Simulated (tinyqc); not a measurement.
From a target to a composition: alloy A(1-x)B(x) by interpolation with bowing. Three cases, with inputs chosen for the exercise.

Problem. An alloy A(1-x)B(x) has the gap E(x) = (1 - x) E_A + x E_B - C1 x (1 - x) at Gamma, C1 the first entry of C. Which x puts hc/E at the given wavelength, and what is the mismatch (a_sub - a(x))/a(x) to a substrate of A, with Vegard for a(x)?

Constants: hc = 1239.841984 eV nm.

Case 1.

Values chosen (out of a larger set: A near Si, B near Ge; not measured data): a = (5.432, 5.66) angstrom (lattice constant of A, B); Eg = (4.247, 0.894) eV (gap at Gamma to the s-like level of A, B); C = (0.253, 0.215, 0) eV (bowing of the Gamma, X and L gaps).

wavelength = 307.535 nm

Case 2.

Values chosen (out of a larger set: A near Si, B near Ge; not measured data): a = (5.436, 5.658) angstrom (lattice constant of A, B); Eg = (4.123, 0.903) eV (gap at Gamma to the s-like level of A, B); C = (0.18, 0.229, 0.02) eV (bowing of the Gamma, X and L gaps).

wavelength = 433.968 nm

Case 3.

Values chosen (out of a larger set: A near InAs, B near AlAs; not measured data): a = (6.059, 5.661) angstrom (lattice constant of A, B); Eg = (0.42, 3.067) eV (gap at Gamma to the s-like level of A, B); C = (0.771, 0, 0) eV (bowing of the Gamma, X and L gaps).

wavelength = 872.927 nm

Find: target gap; x; mismatch.

Solution. Solve C1 x^2 + (E_B - E_A - C1) x + E_A - hc/wavelength = 0; the gap is monotonic in x because |E_B - E_A| > C1, so one root lies between 0 and 1. Whether Gamma is the lowest valley there, and whether such a mismatch can be grown coherently, are separate questions.

Case 1.

target gap = 4.0316 eV
x = 0.060
mismatch = -0.251 %

Case 2.

target gap = 2.8570 eV
x = 0.380
mismatch = -1.528 %

Case 3.

target gap = 1.4203 eV
x = 0.450
mismatch = 3.046 %

Computed by tinyqc, one run a case: `OMP_NUM_THREADS=1 python tinyqc.py N N+1 out.jsonl` with N = 1051583, 1051586, 1080030; one thread of a shared Intel(R) Xeon(R) Processor @ 2.30GHz, about 0.01 s a run at most.
